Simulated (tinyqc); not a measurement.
From acoustic rate back to acoustic deformation potential D_A: scattering rates of a carrier in a spherical band by Fermi's golden rule. Computed by tinyqc, a small Python program. Command: `OMP_NUM_THREADS=1 python tinyqc.py 3027704 3027705 out.jsonl scatter inv`. One thread of a shared host (Intel(R) Xeon(R) Processor @ 2.30GHz), about 0.01 s of CPU time with the checks.

All processes here are isotropic or elastic, and the rate listed is the momentum relaxation rate.

Inputs (values chosen for the exercise, modelled on electrons in germanium):

| quantity | value | unit |
|---|---|---|
| density-of-states mass of one valley m | 0.218 | m_0 |
| density rho | 5323 | kg/m^3 |
| sound velocity v_l | 5440 | m/s |
| temperature T | 150 | K |
| carrier energy E | 8.1 | meV |

Crystal: non-polar. Band: parabolic. Impurity formula: Brooks-Herring. Further scattering: none.

Constants: k_B = 1.380649e-23 J/K; e = 1.602176634e-19 C; hbar = 1.054571817e-34 J s; m_0 = 9.1093837015e-31 kg.

Method. Parabolic band: E = hbar^2 k^2/(2 m), speed v = hbar k/m, states per spin, volume and energy g(E) = m k/(2 pi^2 hbar^2). Masses are multiplied by m_0 and all formulas are in SI units. Acoustic deformation potential (elastic, equipartition, absorption and emission together): 1/tau = 2 pi k_B T D_A^2 g(E)/(hbar rho v_l^2).

Problem. A run gave the result below. Find the acoustic deformation potential D_A, known to lie between 6.2 and 23 eV.

acoustic rate = 5.151626e+11 1/s

Solution.

Each step takes the trial c = (a f_b - b f_a)/(f_b - f_a), f being the result less the target and a, b, c the logarithms of the listed values; c replaces end b, the old b replaces a if the sign of f changed, and otherwise f_a is halved.

Scan of the range:

| acoustic deformation potential D_A (eV) | acoustic rate (1/s) |
|---|---|
| 6.20 | 1.50522e+11 |
| 7.71 | 2.32770e+11 |
| 9.60 | 3.60878e+11 |
| 11.90 | 5.54513e+11 |
| 14.90 | 8.69341e+11 |
| 18.50 | 1.34017e+12 |
| 23.00 | 2.07144e+12 |

False position (Illinois rule, in the logarithm of the input) inside the bracket:

| step | end a | end b | trial | acoustic rate (1/s) |
|---|---|---|---|---|
| 1 | 9.6000 | 11.9000 | 11.3918 | 5.08161e+11 |
| 2 | 11.9000 | 11.3918 | 11.4671 | 5.14906e+11 |
| 3 | 11.9000 | 11.4671 | 11.4726 | 5.15398e+11 |
| 4 | 11.4671 | 11.4726 | 11.4700 | 5.15163e+11 |
| 5 | 11.4726 | 11.4700 | 11.4700 | 5.15163e+11 |

Acoustic rate rises at every point of a 13-point scan of the range (every second point is shown), so one value fits; it is bracketed by 9.60 and 11.9. The scan shows a pure power law with exponent 2.000, so scaling from any one row also gives the answer directly. Answer: acoustic deformation potential D_A = 11.47 eV.
